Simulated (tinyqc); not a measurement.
Slow cooling against a quench: self-consistent Fermi level with native defects, at growth and after a quench. Computed by tinyqc, a small Python program. Command: `OMP_NUM_THREADS=1 python tinyqc.py 3025621 3025622 out.jsonl scfermi walk`. One thread of a shared host (Intel(R) Xeon(R) Processor @ 2.30GHz), about 0.05 s of CPU time with the checks.

Energies are counted from the top of the valence band (VBM); when the gap shrinks with temperature the conduction band moves and the levels stay. The added dopant is taken as fully ionised. D and A draw on one reservoir with opposite signs, as the two vacancies of a compound do.

Inputs (values chosen for the exercise, with bands modelled on ZnSe):

| quantity | value | unit |
|---|---|---|
| gap E_g at 300 K | 2.66 | eV |
| slope -dE_g/dT above 300 K | 0.00053 | eV/K |
| electron mass m_e | 0.151 | m_0 |
| valleys M_c | 1 | - |
| hole mass m_h | 0.765 | m_0 |
| E_f of the neutral native donor D | 1.466 | eV |
| E_f of the neutral native acceptor A | 3.642 | eV |
| shift s of the chemical potential | -0.16 | eV |
| site density N_s | 1.5e+22 | cm^-3 |
| dopant density N_X | 7.7e+19 | cm^-3 |
| growth temperature T_g | 1350 | K |
| temperature of use T | 300 | K |

Added shallow dopant: donor.

levels of D above the VBM, most positive state first (eV): 1.62

levels of A above the VBM, (0/-1) first (eV): 0.531  0.89

Constants: m_0 = 9.1093837015e-31 kg; k_B = 1.380649e-23 J/K; h = 6.62607015e-34 J s; k_B = 8.617333262e-05 eV/K.

Method:
- E_f(D, 0) = input + s and E_f(A, 0) = input - s; E_f(q, E_F = 0) follows from the levels, eps(q/q-1) = E_f(q - 1) - E_f(q) at E_F = 0.
- E_g(T) = E_g - slope x max(0, T - 300 K).
- N_c = 2 M_c (2 pi m_e k_B T/h^2)^(3/2) and N_v = 2 (2 pi m_h k_B T/h^2)^(3/2), masses in units of m_0.
- At growth T = T_g.
- n = N_c F_1/2((E_F - E_g)/k_B T), p = N_v F_1/2(-E_F/k_B T).
- F_1/2(eta) = (2/sqrt(pi)) int_0^infinity sqrt(x)/(1 + exp(x - eta)) dx, by the trapezoid rule in t = sqrt(x) with step 0.02 up to t = 12 (for eta < -12 by exp(eta) - exp(2 eta)/2^(3/2)).
- In equilibrium c_q = N_s exp(-(E_f(q, 0) + q E_F)/k_B T).
- Net charge = p - n + sum q c_q + N_X; the log ratio is ln(positive charge/negative charge).
- E_F is the root of the log ratio, by 50 bisections between -0.5 eV and E_g + 0.5 eV.
- After a quench the totals of D and A stay as grown, and each is shared among its charge states with weights exp(-(E_f(q, 0) + q E_F)/k_B T).
- Each E_F by bisection; full equilibrium lets the defects form and vanish at every T.

E_f(q, E_F = 0) (eV): D(+1) -0.314, D(0) 1.306, A(0) 3.802, A(-1) 4.333, A(-2) 5.223

total D = 2.00744e+17 cm^-3

total A = 2.60136e+19 cm^-3

Two histories (densities in cm^-3):

| T (K) | E_F, equilibrium (eV) | n | p | all defects | E_F, frozen (eV) | n, frozen | p, frozen |
|---|---|---|---|---|---|---|---|
| 1140 | 2.3067 | 1.6471e+19 | 7.8931e+09 | 3.0290e+19 | 2.3733 | 2.4973e+19 | 4.0055e+09 |
| 930 | 2.3674 | 9.0832e+18 | 1.3572e+07 | 3.3960e+19 | 2.5015 | 2.4973e+19 | 2.5479e+06 |
| 720 | 2.4250 | 3.5666e+18 | 6.6267e+02 | 3.6717e+19 | 2.6260 | 2.4973e+19 | 2.5952e+01 |
| 510 | 2.4802 | 6.4132e+17 | 1.1514e-05 | 3.8179e+19 | 2.7466 | 2.4973e+19 | 2.6827e-08 |
| 300 | 2.5344 | 1.1396e+16 | 4.4580e-24 | 3.8494e+19 | 2.8636 | 2.4973e+19 | 1.3153e-29 |

What follows from these numbers?

At 300 K equilibrium would leave 3.85e19 defects per cm^3 against 2.62e19 frozen in, and E_F differs by +0.329 eV. The majority density of the quenched sample is 2200 times the equilibrium one. Real samples lie between, set by the temperature at which diffusion stops. Caution: above about 2e19 cm^-3 defects interact, pair and form bands, which the dilute model leaves out.
